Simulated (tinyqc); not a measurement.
k.p theory built from an empirical-pseudopotential calculation at Gamma: one step. Luttinger parameters from the curvatures. Five cases, with inputs chosen for the exercise.

Task: A pseudopotential band calculation without spin-orbit coupling gave the curvatures below. The valence triplet at Gamma has curvatures (units of hbar^2/2m0) L (once), M (twice) along [100] and (L + 2M + 2N)/3 (once), (L + 2M - N)/3 (twice) along [111]. g1 = -(L + 2M)/3, g2 = -(L - M)/6, g3 = -N/6; heavy and light masses 1/(g1 -/+ 2 g2) along [100], 1/(g1 -/+ 2 g3) along [111].

Give: L, M, N; g1, g2, g3; masses: heavy and light [100], heavy and light [111].

Case 1.

eigenvalues along [100]: -14.69416  -2.22014  -2.22014

eigenvalues along [111]: -17.28373  -0.92535  -0.92535

Result:

L, M, N: -14.694  -2.220  -16.358

g1, g2, g3: 6.378  2.079  2.726

masses: heavy and light [100], heavy and light [111] (m0): 0.450  0.095  1.081  0.085

Case 2.

eigenvalues along [100]: -16.86831  -2.92821  -2.92821

eigenvalues along [111]: -20.25492  -1.23490  -1.23490

Result:

L, M, N: -16.868  -2.928  -19.020

g1, g2, g3: 7.575  2.323  3.170

masses: heavy and light [100], heavy and light [111] (m0): 0.342  0.082  0.810  0.072

Case 3.

eigenvalues along [100]: -17.11107  -2.89480  -2.89480

eigenvalues along [111]: -20.45709  -1.22179  -1.22179

Result:

L, M, N: -17.111  -2.895  -19.235

g1, g2, g3: 7.634  2.369  3.206

masses: heavy and light [100], heavy and light [111] (m0): 0.345  0.081  0.818  0.071

Case 4.

eigenvalues along [100]: -17.81237  -2.96805  -2.96805

eigenvalues along [111]: -21.25056  -1.24895  -1.24895

Result:

L, M, N: -17.812  -2.968  -20.002

g1, g2, g3: 7.916  2.474  3.334

masses: heavy and light [100], heavy and light [111] (m0): 0.337  0.078  0.801  0.069

Case 5.

eigenvalues along [100]: -21.92529  -1.86502  -1.86502

eigenvalues along [111]: -24.05362  -0.80085  -0.80085

Result:

L, M, N: -21.925  -1.865  -23.253

g1, g2, g3: 8.552  3.343  3.875

masses: heavy and light [100], heavy and light [111] (m0): 0.536  0.066  1.249  0.061

Computed by tinyqc, one run a case: `OMP_NUM_THREADS=1 python tinyqc.py N N+1 out.jsonl` with N = 1080917, 1080934, 1081196, 1081364, 1081580; one thread of a shared Intel(R) Xeon(R) Processor @ 2.30GHz, about 0.6 s a run at most.
